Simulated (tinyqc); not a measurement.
Schottky barrier with interface states (Cowley-Sze model), image lowering and contact resistance: one step, computed by the program tinyqc.

An n-type semiconductor under a metal. The barrier lies between the Schottky-Mott limit phi_M - chi and the Bardeen limit E_g - E_n, E_n being the neutrality level of the interface states; the space-charge term of the full Cowley-Sze expression is left out.

Task: Depletion layer and image lowering under reverse bias. N_c = 2 M_c (2 pi m_e k_B T/h^2)^(3/2); xi = E_c - E_F solves N = N_c F_1/2(-xi/k_B T) (bisection; full ionisation). F_1/2(eta) = (2/sqrt(pi)) int_0^infinity sqrt(x)/(1 + exp(x - eta)) dx, by the trapezoid rule in t = sqrt(x) with step 0.02 up to t = 12 (for eta < -12 by exp(eta) - exp(2 eta)/2^(3/2)). V_bi = phi_B - xi; W = sqrt(2 eps_s eps_0 (V_bi + V_r - k_B T/e)/(e N)); field at the metal E_m = e N W/(eps_s eps_0); image lowering sqrt(e E_m/(4 pi eps_s eps_0)).

Inputs (values chosen for the exercise, for a model semiconductor): dielectric constant eps_s = 13.6; electron mass m_e = 0.0906 m_0; valleys M_c = 1; donor density N = 1.6e+16 cm^-3; temperature T = 300 K; reverse bias V_r = 0.92 V.

Pinning factor from: interface states.

barrier phi_B = 0.4473061 eV

Constants: k_B = 8.617333262e-05 eV/K; m_0 = 9.1093837015e-31 kg; k_B = 1.380649e-23 J/K; h = 6.62607015e-34 J s; eps_0 = 8.8541878128e-12 F/m; e = 1.602176634e-19 C.

Give: N_c; xi; built-in voltage V_bi; depletion width W; field E_m; image lowering.

Result:

N_c = 6.843e+17 cm^-3

xi = 0.09688 eV

built-in voltage V_bi = 0.3504 V

depletion width W = 341.9 nm

field E_m = 72794 V/cm

image lowering = 0.02776 eV
